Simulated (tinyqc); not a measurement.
Limits of the phonon part: Bloch-Grueneisen resistivity of a metal. Computed by tinyqc, a small Python program. Command: `OMP_NUM_THREADS=1 python tinyqc.py 3005666 3005667 out.jsonl bg walk`. One thread of a shared host (Intel(R) Xeon(R) Processor @ 2.30GHz), about 0.01 s of CPU time with the checks.

Electrons scatter from a Debye spectrum of phonons (n = 5 for scattering within one band, n = 3 for scattering into a second, heavy band) and from static defects.

Inputs (values chosen for the exercise, modelled on copper):
```
quantity                      value         unit
exponent n                        5            -
Debye temperature Theta         344            K
transport coupling lambda_tr   0.12            -
Drude plasma energy hbar w_p    8.7           eV
residual resistivity rho_0     0.53  microohm cm
```

Addition: none.

Constants: k_B = 1.380649e-23 J/K; hbar = 1.054571817e-34 J s; eps_0 = 8.8541878128e-12 F/m; hbar = 6.582119569e-16 eV s.

Method:
- J_n(y) = int_0^y x^n e^x/(e^x - 1)^2 dx, by 96 Gauss-Legendre points (upper limit at most 60).
- rho_ph = (n - 1) rho_1 (T/Theta)^n J_n(Theta/T), with rho_1 = 2 pi lambda_tr k_B Theta/(hbar eps_0 w_p^2), the high-temperature line at T = Theta.
- Matthiessen's rule: rho = rho_0 + rho_ph.
- Low T: (n - 1) n! zeta(n) rho_1 (T/Theta)^n. High T: rho_1 (T/Theta) [1 - (n - 1)/(12 (n + 1)) (Theta/T)^2].

Resistivities (microohm cm):
```
T (K)      rho_ph   low-T law  straight line  line with correction  total rho
10     2.2681e-05  2.2681e-05         0.0638                     -     0.5300
17     3.2202e-04  3.2204e-04         0.1085                     -     0.5303
28     3.8396e-03  3.9035e-03         0.1787                     -     0.5338
41     2.2272e-02  2.6278e-02         0.2616                     -     0.5523
69     1.4241e-01  3.5474e-01         0.4403                     -     0.6724
120    5.0127e-01  5.6438e+00         0.7658                0.4162     1.0313
170    8.7155e-01  3.2204e+01         1.0848                0.8381     1.4015
280    1.6450e+00  3.9035e+02         1.7868                1.6369     2.1750
410    2.5167e+00  2.6278e+03         2.6164                2.5140     3.0467
690    4.3429e+00  3.5474e+04         4.4031                4.3423     4.8729
```

What follows from these numbers?

The low-T law holds to 10 % up to 28 K, the straight line from 280 K on. The local exponent of rho_ph falls from 5.00 to 1.05. Phonons overtake the residual resistivity between 120 and 170 K.

Extremes, crossings and ranges named in words are read from the listed rows.
